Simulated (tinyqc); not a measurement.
The same stress in different states: Raman shift of the zone-centre optical phonon of a diamond-structure crystal under stress. Computed by tinyqc, a small Python program. Command: `OMP_NUM_THREADS=1 python tinyqc.py 3013609 3013610 out.jsonl ramanstress walk`. One thread of a shared host (Intel(R) Xeon(R) Processor @ 2.30GHz), about 0.01 s of CPU time with the checks.

Axes x, y, z are the cube axes. Strain shifts the threefold optical mode and can split it; p, q and r are the phonon deformation potentials.

Inputs (values chosen for the exercise, modelled on silicon): unstrained frequency omega_0 = 520.6 1/cm; p/omega_0^2 = -1.78; q/omega_0^2 = -2.25; r/omega_0^2 = -0.701; C11 = 164.3 GPa; C12 = 62.98 GPa; C44 = 78.88 GPa; stress sigma (tension positive) = 0.12 GPa.

Stress state: biaxial. Axis: [001].

Method:
- S11 = (C11 + C12)/D, S12 = -C12/D, D = (C11 - C12)(C11 + 2 C12), S44 = 1/C44.
- eps_xx = S11 sigma_xx + S12 (sigma_yy + sigma_zz), and cyclic; eps_xy = S44 sigma_xy/2 (tensor strain).
- Secular matrix: M_xx = p eps_xx + q (eps_yy + eps_zz), M_xy = 2 r eps_xy; its eigenvalues are omega^2 - omega_0^2, and the shifts are these over 2 omega_0.
- Uniaxial: sigma n n^T; biaxial: sigma (1 - n n^T); hydrostatic: sigma 1. The line seen from (001) is taken as unresolved, at the intensity-weighted shift M_zz/(2 omega_0).

S44 = 12.6775 1/TPa

S11 = 7.72821 1/TPa

S12 = -2.14151 1/TPa

Shifts (1/cm):
```
state                    lowest    middle   highest  line seen from (001)
uniaxial [100]         -0.27357  -0.27357  -0.12867              -0.27357
uniaxial [110]         -0.33992  -0.27357  -0.06233              -0.27357
uniaxial [001]         -0.27357  -0.27357  -0.12867              -0.12867
uniaxial [111]         -0.41033  -0.13274  -0.13274              -0.22527
biaxial, normal [001]  -0.54714  -0.40224  -0.40224              -0.54714
biaxial, normal [111]  -0.54307  -0.54307  -0.26548              -0.45054
hydrostatic            -0.67582  -0.67582  -0.67582              -0.67582
```

What follows from these numbers?

Seen from (001), uniaxial stress along [100] and along [110] give the same shift (-0.274), and equal biaxial stress in the plane gives twice as much (-0.547), since only sigma_xx + sigma_yy and sigma_zz enter M_zz. Stress along [001] gives -0.129. One measured shift therefore fixes the stress only once its state is assumed: read as uniaxial in the plane, a shift implies twice the stress that it does read as biaxial.

Extremes, crossings and ranges named in words are read from the listed rows.
